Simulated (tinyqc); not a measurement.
# Inputs raised by 10 %, one at a time

Model: hydrogen passivation and dissociation of interface defects with a spread of activation energies. Computed by tinyqc, a small Python program. Command: `OMP_NUM_THREADS=1 python tinyqc.py 3021471 3021472 out.jsonl passivation sens`. One thread of a shared host (Intel(R) Xeon(R) Processor @ 2.30GHz), about 0.01 s of CPU time with the checks.

All defects start passivated and lose hydrogen by HP -> P + H; no hydrogen is supplied. Activation energies are normally distributed.

Inputs (values chosen for the exercise, for a model interface):
```
quantity                        value   unit
defect density N_0            2.4e+12  cm^-2
mean dissociation energy E_d     2.78     eV
spread s_d                       0.12     eV
prefactor k_d0                  2e+13    1/s
anneal temperature T              750      K
anneal time t                     720      s
```

Ambient: vacuum.

Constants: k_B = 8.617333262e-05 eV/K.

Method. b = k_d0 exp(-E_d/k_B T); the active share of one kind of site is 1 - exp(-b t). Full average: z from -5 to 5 in steps of 0.125 with normalised weights exp(-z^2/2), energy = mean + spread x z.

Runs:
```
input moved                         from       to  active share  active share, single energy  dissociation rate b (1/s)
base run                               -        -     1.472e-02                    2.999e-03                  4.171e-06
mean dissociation energy E_d (eV)   2.78    3.058     2.272e-04                    4.069e-05                  5.652e-08
spread s_d (eV)                     0.12    0.132     1.910e-02                    2.999e-03                  4.171e-06
anneal temperature T (K)             750      825     2.551e-01                    1.392e-01                  2.082e-04
anneal time t (s)                    720      792     1.605e-02                    3.298e-03                  4.171e-06
prefactor k_d0 (1/s)               2e+13  2.2e+13     1.605e-02                    3.298e-03                  4.588e-06
```

Exponents ln(y'/y) / ln(x'/x):
```
input                         active share  active share, single energy  dissociation rate b
mean dissociation energy E_d       -43.766                      -45.115              -45.131
spread s_d                           2.733                        0.000                0.000
anneal temperature T                29.925                       40.267               41.028
anneal time t                        0.903                        0.998                0.000
prefactor k_d0                       0.903                        0.998                1.000
```

Among the inputs moved here: active share answers most in size to mean dissociation energy E_d (exponent -43.766), next to anneal temperature T (+29.925). Active share, single energy answers most in size to mean dissociation energy E_d (exponent -45.115), next to anneal temperature T (+40.267); its exponent is below 0.0005 for spread s_d. Dissociation rate b answers most in size to mean dissociation energy E_d (exponent -45.131), next to anneal temperature T (+41.028); its exponent is below 0.0005 for spread s_d, anneal time t.
